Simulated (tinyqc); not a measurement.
From results back to parameters: free-carrier optics of a doped semiconductor (Drude model with one polar phonon). Three cases, with inputs chosen for the exercise.

Problem. The upper coupled mode solves E^4 - (wL^2 + Ep^2) E^2 + Ep^2 wT^2 = 0 with wL = wT sqrt(es/ei); N is hidden.

eps(E) = ei [1 - Ep^2/(E^2 + i E Gam)] + (es - ei) wT^2/(wT^2 - E^2 - i E gT), with Ep^2 = 8 pi c (e^2/(4 pi eps0)) N/(m ei), c = hbar^2/2m0, N in 1/angstrom^3 (1e-24 per 1/cm^3); Gam = hbar/tau, tau = mu m m0/e with m0/e = 5.685630e-12 kg/C and mu in m^2/(V s). Energies in meV.

Constants: hbar^2/2m0 = 3.80998211 eV angstrom^2; e^2/(4 pi eps0) = 14.39964547 eV angstrom.

Find: Ep; N; L-.

Method. Ep^2 = L+^2 (L+^2 - wL^2)/(L+^2 - wT^2); the product of the roots gives L- = Ep wT/L+.

Case 1.

Values chosen (mass and dielectric values near those of InSb; N and mu are free inputs; interband absorption and the rise of the mass with filling are left out; the results hold for these values, not for the real material): m = 0.0128 m0 (conductivity mass); ei = 15.36 (high-frequency dielectric constant); wT = 21.9 meV (TO phonon); es = 16.38 (static dielectric constant).

L+ = 27.9900 meV

Solution.

Ep = 26.48 meV
N = 1.00e+17 1/cm^3
L- = 20.72 meV

Case 2.

Values chosen (mass and dielectric values near those of GaN; N and mu are free inputs; interband absorption and the rise of the mass with filling are left out; the results hold for these values, not for the real material): m = 0.198 m0 (conductivity mass); ei = 5.27 (high-frequency dielectric constant); wT = 69.7 meV (TO phonon); es = 9.46 (static dielectric constant).

L+ = 209.7248 meV

Solution.

Ep = 199.10 meV
N = 3.00e+19 1/cm^3
L- = 66.17 meV

Case 3.

Values chosen (mass and dielectric values near those of GaN; N and mu are free inputs; interband absorption and the rise of the mass with filling are left out; the results hold for these values, not for the real material): m = 0.192 m0 (conductivity mass); ei = 5.39 (high-frequency dielectric constant); wT = 69.7 meV (TO phonon); es = 9.67 (static dielectric constant).

L+ = 388.0037 meV

Solution.

Ep = 382.83 meV
N = 1.10e+20 1/cm^3
L- = 68.77 meV

Computed by tinyqc, one run a case: `OMP_NUM_THREADS=1 python tinyqc.py N N+1 out.jsonl` with N = 1682571, 1682589, 1682622; one thread of a shared Intel(R) Xeon(R) Processor @ 2.30GHz, about 0.01 s a run at most.
